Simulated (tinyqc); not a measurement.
Conduction-band anticrossing with a localised impurity level: sweeps and comparisons. A value that a table varies takes the place of the one given here.

Host conduction band EM(k) = Eg - al x + c k^2/mM, c = hbar^2/2m0, coupled to a flat level EI by V = C sqrt(x): H = [[EM, V], [V, EI]], E+/- = (EM + EI)/2 +/- sqrt((EM - EI)^2/4 + V^2). The host weight of a state at E is f = 1/(1 + V^2/(E - EI)^2), and its mass at k = 0 is mM/f. The gap is E-(0), the valence top staying at 0.

Constants: hbar^2/2m0 = 3.80998211 eV angstrom^2.

Parameters, chosen for this exercise (host near GaAs; the results hold for these values, not for the real material): Eg = 1.49 eV (gap at Gamma to the s-like level); mM = 0.0657 m0 (mass of the host band); EI = 1.78 eV (impurity level, from the valence top of the host); C = 2.94 eV (coupling); al = 0.26 eV (linear shift of the host edge); x = 0.021 (impurity fraction); aM = 111 meV/GPa (pressure coefficient of the host edge); aI = 21 meV/GPa (pressure coefficient of the level).

## Impurity fraction

The last column is the bowing that a quadratic law would need at that x, (Eg - gap)/(x (1 - x)), with equal end gaps.

Results:
```
x (%)  E- (eV)  E+ (eV)  gap (eV)  host weight of E-  mass of E-  bowing (eV)
0.1     1.4625   1.8072    1.4625              0.921      0.0713         27.5
0.2     1.4388   1.8307    1.4388              0.871      0.0755         25.6
0.5     1.3805   1.8882    1.3805              0.787      0.0835         22.0
1.0     1.3053   1.9621    1.3053              0.723      0.0909         18.7
2.0     1.1912   2.0736    1.1912              0.667      0.0985         15.2
3.0     1.1006   2.1616    1.1006              0.640      0.1026         13.4
5.0     0.9539   2.3031    0.9539              0.612      0.1073         11.3
8.0     0.7786   2.4706    0.7786              0.592      0.1110          9.7
```

The apparent bowing falls from 27.5 to 9.7 eV, so no single constant describes the gap: the part from the coupling goes as x while V is small against |EM - EI| and as sqrt(x) beyond (V = |Eg - EI| near x = 0.97 %), with the linear term al x on top; the fall of the gap goes as the power 0.90 of x between the first two rows and 0.60 between the last two. The mass of E- goes from 0.0713 to 0.1110, higher although the gap falls, against the usual k.p trend; with al = 0 the weight tends to 1/2 at large x.

## Pressure

Eg and EI move linearly with pressure; V is kept. The slope of E- is f aM + (1 - f) aI.

Results:
```
P (GPa)  EM (eV)  EI (eV)  E- (eV)  E+ (eV)  host weight of E-  slope of E- (meV/GPa)
0         1.4845   1.7800   1.1813   2.0832              0.664                   80.7
1         1.5955   1.8010   1.2600   2.1365              0.617                   76.5
2         1.7065   1.8220   1.3343   2.1942              0.567                   72.0
3         1.8175   1.8430   1.4040   2.2565              0.515                   67.3
4         1.9285   1.8640   1.4690   2.3235              0.462                   62.6
5         2.0395   1.8850   1.5293   2.3953              0.411                   58.0
6         2.1505   1.9060   1.5850   2.4715              0.362                   53.6
7         2.2615   1.9270   1.6366   2.5520              0.317                   49.6
8         2.3725   1.9480   1.6843   2.6363              0.277                   45.9
```

The unmixed levels cross at 3.28 GPa, where E+ - E- has its minimum 2V = 0.852 eV and the weights are 1/2. The slope of E- falls from 81 to 46 meV/GPa, between the limits aM = 111 and aI = 21, as the state turns impurity-like. The X valleys, which pass below the Gamma edge of the host at high pressure, are left out.

## What each parameter does

At k = 0. Each row changes one parameter from the base and keeps the others.

Results:
```
case             E- (eV)  E+ (eV)  gap (eV)  mass (m0)
base              1.1813   2.0832    1.1813     0.0990
EI = 1.73 eV      1.1639   2.0506    1.1639     0.1029
al = 0.76 eV      1.1743   2.0797    1.1743     0.0982
Eg = 1.54 eV      1.2139   2.1006    1.2139     0.1029
C = 3.381 eV      1.1205   2.1440    1.1205     0.1020
x = 0.02415       1.1516   2.1122    1.1516     0.1004
mM = 0.07555 m0   1.1813   2.0832    1.1813     0.1138
```

The largest shifts from the base row, up to three for each result and ties (the steps differ in size, so this ranks the rows, not the parameters). E- (eV): C -0.0608, Eg +0.0326, x -0.0298; unchanged at the printed digits by mM. E+ (eV): C +0.0608, EI -0.0326, x +0.0290; unchanged at the printed digits by mM. gap (eV): C -0.0608, Eg +0.0326, x -0.0298; unchanged at the printed digits by mM. mass (m0): mM +0.0148, EI +0.0039, Eg +0.0039.

(tinyqc, `OMP_NUM_THREADS=1 python tinyqc.py 1080789 1080790 out.jsonl`, Intel(R) Xeon(R) Processor @ 2.30GHz, 1 thread, shared host, about 0.01 s.)
